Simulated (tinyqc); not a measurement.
Inside a calculation: recursion (Haydock) method for the local density of states: impurity site of a cubic lattice. Values are carried at full precision from step to step, so a last printed digit may differ when a step is redone from the rounded ones.

One orbital a site at energy 0, hopping -t to the 6 nearest neighbours of a cubic lattice; the start u0 is a site in the bulk, with energy V. Recursion: a_n = <u_n|H|u_n>, b_(n+1) u_(n+1) = (H - a_n) u_n - b_n u_(n-1), b > 0. G(z) = 1/(z - a0 - b1^2/(z - a1 - b2^2/(...))), z = E + i eta. After n levels the tail is b_n^2 T with the square-root terminator T = (z - sqrt(z - 2b) sqrt(z + 2b))/(2 b^2), b = 3t so that the band edges lie at -/+ 6t.

Parameters, chosen for this exercise: t = 1.24 eV (hopping); V = 3.8 eV (shift of the starting site); n = 5 (levels kept); E = 2.85 eV (energy); eta = 0.062 eV (broadening).

## The coefficients

Carry the recursion for n levels; the lattice is large enough that no wall is met.

Coefficients:
```
n  a_n (eV)  b_(n+1) (eV)  b_(n+1)^2/t^2
0    3.8000       3.03737         6.0000
1    0.0000       3.72000         9.0000
2    0.0000       3.81075         9.4444
3    0.0000       3.62699         8.5556
4    0.0000       3.78089         9.2970
```

b1^2/t^2 = 6 counts the neighbours of the start. Only a0 = V differs from zero: u_n lies on one sublattice and is orthogonal to the start. The b_n tend to a quarter of the band width, 3.720 eV.

## Moments from the coefficients

For a1 = a2 = 0: mu1 = a0, mu2 = a0^2 + b1^2, mu3 = a0^3 + 2 a0 b1^2, mu4 = a0^4 + 3 a0^2 b1^2 + b1^4 + b1^2 b2^2.

mu1 to mu4 (eV^n): 3.800  23.666  124.987  820.946

## The continued fraction at one energy

Start from the terminator and work up: G_i = 1/(z - a_i - S_i), S_i = b_(i+1)^2 G_(i+1), with T in place of G_n. The density is -Im G_0/pi.

Levels of the fraction:
```
i        S_i (eV)       G_i (1/eV)
4  1.4587-3.5178i   0.0943-0.2427i
3  1.2408-3.1926i   0.1221-0.2469i
2  1.7728-3.5854i   0.0745-0.2522i
1  1.0306-3.4897i   0.1142-0.2230i
0  1.0540-2.0576i  -0.2355-0.2491i
```

local density of states = 0.0793 1/eV

A direct sum over the zone gives 0.0828 1/eV at the same z; 5 levels miss it by -4.3 %.

## Checks

- G from 7 levels against a direct sum over the zone at E = 15.7040 eV, above the band (1/eV): both 0.088659.

Run: tinyqc, `OMP_NUM_THREADS=1 python tinyqc.py 1482384 1482385 out.jsonl`; Intel(R) Xeon(R) Processor @ 2.30GHz, one thread, shared host; about 0.08 s of CPU time with all checks.
